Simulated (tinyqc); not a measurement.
A barrier in a uniform field, exact transmission by Airy functions: effect of the emitter mass.

The left lead has its band edge at 0, the barrier edge falls as U(x) = U0 - F x with F = V/d for 0 < x < d, and the right lead has its edge at -V. No transverse momentum; C = hbar^2/(2 m0); psi and psi'/m are continuous. M carries (psi, psi'/m) across the barrier.

Energy scale e = (C F^2/m1)^(1/3), z(x) = (U(x) - E)/e, s = (dz/dx)/m1 = -F/(e m1); v = k/m in a lead. With a = Ai, a' = Ai', b = Bi, b' = Bi' at z1 (left edge) and z2 (right edge): M11 = pi (a2 b1' - b2 a1'), M12 = (pi/s)(b2 a1 - a2 b1), M21 = pi s (a2' b1' - b2' a1'), M22 = pi (b2' a1 - a2' b1). With M acting on (psi, psi'/m) and v = k/m in each lead, T(E) = 4 vL vR/[(vL vR M12 - M21)^2 + (vR M11 + vL M22)^2]. WKB: exp(-S), S = (4/(3 F)) sqrt(m1/C) [max(U0 - E, 0)^1.5 - max(U0 - F d - E, 0)^1.5].

Inputs (values chosen for the exercise); masses and offsets close to those of GaN wells and AlGaN barriers; the mass of the right lead is set freely: barrier edge at x = 0 U0 = 0.61 eV; mass in the barrier m1 = 0.26 m0; electron energy E = 0.18 eV; barrier width d = 2.9 nm; voltage across the barrier V = 0.34 V; mass in the right lead mR = 0.24 m0.

Constants: q = 1.602176634e-19 C, hbar = 1.054571817e-34 J s, m0 = 9.1093837015e-31 kg, hbar^2/(2 m0) = 0.0380998212 eV nm^2. Results are converted to the units shown.

The same in every row: exp(-S) = 5.132e-4.

Results:

| mL (m0) | vL (1/nm) | T(E), exact | ratio |
|---|---|---|---|
| 0.045 | 10.25 | 0.001428 | 2.782 |
| 0.073 | 8.045 | 0.001553 | 3.027 |
| 0.12 | 6.275 | 0.001600 | 3.118 |
| 0.19 | 4.987 | 0.001558 | 3.035 |
| 0.31 | 3.904 | 0.001434 | 2.794 |
| 0.51 | 3.044 | 0.001255 | 2.444 |
| 1.3 | 1.906 | 8.882e-4 | 1.731 |

Estimate the missing row, mL = 0.83 m0.

Computed row:

| mL (m0) | vL (1/nm) | T(E), exact | ratio |
|---|---|---|---|
| 0.83 | 2.386 | 0.001061 | 2.067 |

With this row back in the table: WKB does not see the lead: exp(-S) stays at 5.13e-4. The ratio of exact to WKB goes from 2.78 through a maximum of 3.12 (at mL = 0.12 m0 among the rows listed) to 1.73; K/m1 at the left edge is 6.59 1/nm, and vL passes from 10.2 to 1.91 1/nm. The match at the entrance is best where vL is near K/m1.

Range of the model: Masses are held fixed, although real bands cease to be parabolic a few tenths of an eV from their edges.

Numbers from tinyqc (`OMP_NUM_THREADS=1 python tinyqc.py 2580108 2580109 out.jsonl`; about 0.01 s on one thread of a shared Intel Xeon 2.30GHz).
